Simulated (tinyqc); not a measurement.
Printed widths: electron-beam lithography: double-Gaussian proximity function, edge placement and dose correction for parallel lines. Computed by tinyqc, a small Python program. Command: `OMP_NUM_THREADS=1 python tinyqc.py 3110687 3110688 out.jsonl proximity walk`. One thread of a shared host (Intel(R) Xeon(R) Processor @ 2.30GHz), about 0.01 s of CPU time with the checks.

Lines are infinitely long. Absorbed energy is counted so that the middle of a very large area written at dose 1 receives 1; the resist develops where it exceeds 1/2.

Inputs (values chosen for the exercise, of the order of those for 10 keV electrons in resist on silicon): forward range alpha = 0.018 micrometre; backscatter range beta = 1.2 micrometre; backscatter ratio eta = 1.

line widths (micrometre): 0.05  0.068  0.086  0.09

gaps between the lines (micrometre): 0.091  0.095  0.094

Method:
- The first line starts at x = 0; each next one starts after the width and the gap.
- f(r) = [exp(-r^2/alpha^2)/alpha^2 + eta exp(-r^2/beta^2)/beta^2]/(pi (1 + eta)). A line from a to b at dose d gives E(x) = d [S(alpha) + eta S(beta)]/(1 + eta), S(s) = [erf((b - x)/s) - erf((a - x)/s)]/2.
- M_ij is the mean of E at the two edges of line i from line j at dose 1.
- Uncorrected edge energies are M 1. Solve M d = 1/2 for the doses d that put the mean edge energy of every line at the threshold.
- Edges are the roots of E(x) = 1/2 between a line centre and the middle of the next gap. Three cases: dose 1 everywhere; one common dose equal to the mean of d; the corrected doses.

Lines (micrometre):
```
line  left edge  right edge  centre
1         0.000       0.050   0.025
2         0.141       0.209   0.175
3         0.304       0.390   0.347
4         0.484       0.574   0.529
```

corrected doses: 1 1.59510, 2 1.57797, 3 1.57356, 4 1.58667

Width error, printed less drawn (nm):
```
line  drawn width (nm)   dose 1  mean dose  corrected
1                   50  -29.244   -0.23151   1.16e-04
2                   68  -28.265    0.11415   3.90e-05
3                   86  -28.096    0.20338   4.00e-06
4                   90  -28.587   -0.06042   1.32e-04
```

What follows from these numbers?

With the common mean dose the errors span 0.4 nm. With corrected doses the largest error is below 0.01 nm.

Extremes, crossings and ranges named in words are read from the listed rows.
